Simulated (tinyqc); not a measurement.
# Polarisation and half-bias from two TMR values

Problem. A tunnel junction has TMR = TMR0/(1 + (V/Vh)^2), TMR0 = 2 P1 P2/(1 - P1 P2). Find TMR0, Vh and P2.

Values chosen for this exercise:
```
symbol  value  unit                                   meaning
P1       0.62        spin polarisation of the reference layer
```

TMR at 0.1 and 0.4 V (%): 134.78014  95.901255

Solution. 1/TMR is linear in V^2, and P1 P2 = TMR0/(2 + TMR0).

TMR0 = 139 %
Vh = 0.600 V
P2 = 0.660

Program tinyqc, `OMP_NUM_THREADS=1 python tinyqc.py 2450006 2450007 out.jsonl`; Intel Xeon 2.30GHz, shared host, one thread, about 0.01 s.
